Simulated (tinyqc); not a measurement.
ESD clamp with bipolar snapback, compact model and design window: one step of the calculation.

The drain junction multiplies the current that enters it: Igen = (M - 1)(Ic + I0), M = 1/(1 - (Vj/BV)^n). The generated holes leave through the substrate resistance and the base of the parasitic npn: Igen = Vb/Rb + Ic/be, Ic = Is exp(Vb/Vt). Terminal current I = Ic + I0 + Igen and voltage V = Vj + I Ro, per width. Isothermal, constant gain.

Task. The snapback curve. For given Vb: Ic, Igen, M = 1 + Igen/(Ic + I0), Vj = BV (1 - 1/M)^(1/n), I and V.

Values chosen for this exercise; values close to those of grounded-gate n-channel clamps:

| symbol | value | unit | meaning |
|---|---|---|---|
| T | 300 | K | temperature |
| BV | 6.4 | V | junction breakdown voltage |
| n | 3.8 |  | exponent of the multiplication |
| be | 11.7 |  | current gain of the parasitic npn |
| Is | 5.1e-17 | A/um | saturation current |
| I0 | 1.2e-12 | A/um | junction leakage |
| Rb | 8100 | ohm um | substrate resistance |
| Ro | 160 | ohm um | drain ballast and contact resistance |

Constants: q = 1.602176634e-19 C, kB = 1.380649e-23 J/K, Vt = kB T/q. Results are converted to the units shown.

Vb, point 0 to 8 (V): 0.05  0.3  0.452  0.512  0.562  0.679  0.787  0.807  0.837

Find: Ic; M; Vj; I; V.

Result.

```
point  Ic (uA/um)        M  Vj (V)  I (uA/um)  V (V)
0       3.528e-10  5.143e6   6.400      6.173  6.401
1        5.589e-6  5.455e6   6.400      37.04  6.406
2        0.001999  2.790e4   6.400      55.80  6.409
3         0.02036     3105   6.399      63.23  6.410
4          0.1408    493.7   6.397      69.54  6.408
5           13.01    7.529   6.164      97.95  6.180
6           848.4    1.200   3.994       1018  4.157
7            1839    1.140   3.683       2096  4.019
8            5869    1.103   3.430       6474  4.466
```

V peaks at Vt1 = 6.410 V and falls to Vh = 4.019 V: once the npn supplies current, a small M feeds the base. At high current M tends to 1 + 1/be and Vj to BV (1 + be)^(-1/n) = 3.279 V.

Program tinyqc, `OMP_NUM_THREADS=1 python tinyqc.py 2670134 2670135 out.jsonl`; Intel Xeon 2.30GHz, shared host, one thread, about 0.01 s.
